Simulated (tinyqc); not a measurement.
Inside a calculation. Model: epitaxial growth on a vicinal surface: Burton-Cabrera-Frank step flow, step-edge barrier and island nucleation. Computed by tinyqc, a small Python program that keeps every step. Command: `OMP_NUM_THREADS=1 python tinyqc.py 3020222 3020223 out.jsonl stepflow walk`. One thread of a shared host (Intel(R) Xeon(R) Processor @ 2.30GHz), about 0.01 s of CPU time with the checks. Intermediate numbers are printed to about 7 digits and carried at full precision; extremes and crossings named in words are read from the listed rows.

Adatoms land at rate F, hop on a square grid (a simplification for hexagonal faces), desorb, or join steps. Lengths are in units of a and n is the adatom coverage. Steps ascend at x = 0 and descend at x = l.

Inputs (values chosen for the exercise, close to those used for GaN(0001)):

| quantity | value | unit |
|---|---|---|
| site spacing a | 3.19 | angstrom |
| step height h | 2.59 | angstrom |
| diffusion barrier E_d | 1.37 | eV |
| desorption energy E_a | 2.94 | eV |
| adatom formation energy E_f | 1.09 | eV |
| step-edge barrier E_s | 0.14 | eV |
| attempt frequency nu | 1 | THz |
| deposition rate F | 0.53 | layers/s |
| miscut angle | 8 | degrees |
| temperature T | 830 | C |
| critical nucleus size i | 2 | - |
| binding energy of the critical nucleus E_i | 0.98 | eV |

Constants: k_B = 8.617333262e-05 eV/K.

## Scales

D = nu exp(-E_d/(k_B T)) (a^2/s, nu counted per direction); tau = exp(E_a/(k_B T))/nu; x_s = sqrt(D tau); n_eq = exp(-E_f/(k_B T)); terrace width l = h/(a tan(miscut)); Schwoebel length l_s = exp(E_s/(k_B T)) - 1. Temperatures in kelvin are T(C) + 273.15.

D = 550945.4 a^2/s

lifetime tau = 27.00783 s

diffusion length x_s = 3857.439 a

equilibrium coverage n_eq = 1.047847e-05

terrace width l = 5.777056 a

Schwoebel length l_s = 3.361087 a

l/x_s = 0.00150: nearly every adatom reaches a step.

## Terrace solution

D n'' - n/tau + F = 0 with n(0) = n_eq and -l_s n'(l) = n(l) - n_eq. With u = n - F tau, A = n_eq - F tau, y = l/x_s, s = l_s/x_s: u = A cosh(x/x_s) + B sinh(x/x_s), B = A (1 - cosh y - s sinh y)/(sinh y + s cosh y). Flux into the ascending step J+ = D B/x_s, over the descending one J- = -(D/x_s)(A sinh y + B cosh y); step velocity J+ + J-; growth rate (J+ + J-)/l. For small y: J+ + J- = (F - n_eq/tau) l, J-/J+ = l/(l + 2 l_s). The coverage peaks where n' = 0, tanh(x/x_s) = -B/A.

J+ = 2.094003 atoms per step site and s

J- = 0.9678332 atoms per step site and s

growth rate = 0.5299994 layers/s

peak coverage = 1.798676e-05

position of the peak = 3.950953 a

1.1e-4 % of the flux desorbs; even closely spaced steps lose n_eq/tau, 7.3e-5 % of F. The ascending step takes 68.4 %: the barrier makes an uphill current, which evens out terrace widths but makes steps meander and favours mounds on wide terraces. Caution: terraces under ten sites wide are at the edge of a continuum description.

## Step flow or islands

Island density on a flat surface without desorption: N = 0.25 (F/D)^(i/(i+2)) exp(E_i/((i+2) k_B T)) per site, with E_i = 0 for i = 1; spacing l_n = N^(-1/2). Step flow needs an effective width l_eff = 2 x(peak) below l_n.

island density N on a flat surface = 0.003227115 per site

island spacing l_n = 17.60325 a

ratio l_eff/l_n = 0.4488891

Steps capture adatoms before they meet: step flow. Caution: the prefactor 0.25 and the criterion are estimates, good to a factor of about two in length.

## Growth mode over temperature

x(peak) solves tanh(x/x_s) = -B/A. Rows where evaporation outweighs deposition are left out.

Scales:

| T (C) | x_s (a) | l_s (a) | incorporated share | l_n (a) | l_eff/l_n |
|---|---|---|---|---|---|
| 630 | 24014.57 | 5.042702 | 1.0000000 | 5.95878 | 1.421354 |
| 680 | 14147.69 | 4.498569 | 1.0000000 | 8.15220 | 1.018890 |
| 730 | 8786.24 | 4.050721 | 0.9999999 | 10.80993 | 0.754694 |
| 780 | 5709.06 | 3.676926 | 0.9999997 | 13.95516 | 0.574979 |
| 830 | 3857.44 | 3.361087 | 0.9999989 | 17.60325 | 0.448889 |
| 880 | 2696.49 | 3.091309 | 0.9999946 | 21.76227 | 0.357996 |
| 930 | 1941.88 | 2.858644 | 0.9999737 | 26.43382 | 0.290893 |
| 980 | 1435.57 | 2.656254 | 0.9998803 | 31.61376 | 0.240296 |
| 1030 | 1086.16 | 2.478832 | 0.9995055 | 37.29311 | 0.201421 |

The ratio falls below 1 between 680 and 730 C: islands below, step flow above. Incorporation goes from 100.0 % to 100.0 %.

Checks made by the program: growth rate against F minus desorption, from a numerical solution (relative difference below 1e-10).
